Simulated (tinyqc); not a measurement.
Band bending at a free surface with one surface level, surface photovoltage and Kelvin probe: two steps of the calculation.

n-type bulk, xi = Ec - EF = Vt ln(Nc/Nd), p0 = ni^2/Nd, ni = sqrt(Nc Nv) exp(-Eg/(2 Vt)), Eg in volts. b is the upward band bending, u = b/Vt. Space charge per area, in units of q: Qc = sign(b) sqrt((2 eps0 eps_r Vt/q) [(Nd + dn)(exp(-u) - 1) + Nd u + (p0 + dn)(exp(u) - 1)]), with dn the excess density under light (flat quasi-Fermi levels; 0 in the dark). The level holds -Ns f, f = 1/(1 + exp((xi + b - Es)/Vt)). Neutrality: Qc + Qf + (charge of the states) = 0.

Parameters, values chosen for the exercise; band and dielectric values close to those of gallium arsenide:

| symbol | value | unit | meaning |
|---|---|---|---|
| T | 300 | K | temperature |
| Eg | 1.43 | eV | band gap |
| eps_r | 13 |  | relative permittivity |
| Nc | 4.39e17 | cm^-3 | conduction-band density of states at T |
| Nv | 9.12e18 | cm^-3 | valence-band density of states at T |
| chi | 4.06 | eV | electron affinity |
| Nd | 7.6e15 | cm^-3 | donor density |
| Qf | 0 | cm^-2 | fixed positive charge at the surface |
| pt | 4.93 | eV | work function of the probe tip |
| Ns | 2.3e11 | cm^-2 | density of an acceptor-like surface level |
| Es | 0.32 | eV | its depth below the conduction edge |

Constants: q = 1.602176634e-19 C, kB = 1.380649e-23 J/K, Vt = kB T/q, eps0 = 8.8541878128e-14 F/cm where lengths are in cm. Results are converted to the units shown.

Problem 1. Bulk quantities. xi, ni, p0, the Debye length sqrt(eps0 eps_r Vt/(q Nd)) and the flat-band work function chi + xi.

Find: xi; ni; p0; Debye length; chi + xi.

Solution 1.

xi = 0.1049 eV
ni = 1.949e6 cm^-3
p0 = 4.997e-4 cm^-3
Debye length = 49.43 nm
chi + xi = 4.165 eV

Problem 2. Work function and Kelvin-probe reading. Work function chi + xi + b; contact potential difference CPD = (work function of the sample) - pt. Depth of EF below Ec at the surface: xi + b. Depletion width Qc/Nd.

converged b = 0.20396423 V

Find: xi + b; Qc; Qc/Nd; work function; CPD.

Solution 2.

xi + b = 0.30883 eV
Qc = 1.3947e11 cm^-2
Qc/Nd = 183.51 nm
work function = 4.3688 eV
CPD = -561.17 mV

The level is 60.6 % filled: the Fermi level is pinned at it.

Computed by the program tinyqc: `OMP_NUM_THREADS=1 python tinyqc.py 2430170 2430171 out.jsonl`, one thread of a shared Intel Xeon 2.30GHz, about 0.01 s for the whole run.
